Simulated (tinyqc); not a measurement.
Rapid thermal processing of a wafer: radiative balance, ramp and cooling, pattern effects, pyrometer error and spike budget: one step, computed by the program tinyqc. Command: `OMP_NUM_THREADS=1 python tinyqc.py 3110637 3110638 out.jsonl rtp walk`. One thread of a shared host (Intel(R) Xeon(R) Processor @ 2.30GHz), about 0.05 s of CPU time with the checks.

The wafer is opaque and uniform through its thickness unless said otherwise; temperatures in formulas are in kelvin (C + 273.15). sigma = 5.670374419e-12 W/(cm^2 K^4).

Task: Power to hold and to ramp. Effective emissivity between parallel grey plates: eps_eff = 1/(1/eps + 1/(1 - r) - 1). Loss per area q(T) = 2 eps_eff sigma (T^4 - T_w^4) + h (T - T_w). Absorbed power during a ramp = q(T) + C d x ramp rate; thermal time constant tau = C d/(dq/dT), dq/dT = 8 eps_eff sigma T^3 + h; natural cooling rate q/(C d); front-to-back difference under one-sided heating at the end of the ramp = (absorbed power) d/(2 k).

Inputs (values chosen for the exercise, modelled on a hot silicon wafer):
```
quantity,value,unit
wafer thickness d,525,micrometre
heat capacity per volume C,2.27,J/(cm^3 K)
thermal conductivity k,0.24,W/(cm K)
emissivity eps of each face,0.71,-
reflectivity of the chamber walls r,0.81,-
"gas heat-transfer coefficient h, both faces together",0.63,mW/(cm^2 K)
wall temperature T_w,350,K
process temperature,1100,C
ramp rate,24,K/s
```

Give: eps_eff; holding power q; power at the end of the ramp; dq/dT; time constant tau; natural cooling rate; front-to-back difference.

Result:

eps_eff = 0.1763

holding power q = 7.724 W/cm^2

power at the end of the ramp = 10.58 W/cm^2

dq/dT = 21.34 mW/(cm^2 K)

time constant tau = 5.585 s

natural cooling rate = 64.81 K/s

front-to-back difference = 1.158 K

Radiation carries 92 % of the loss. The ramp needs 1.4 times the holding power.
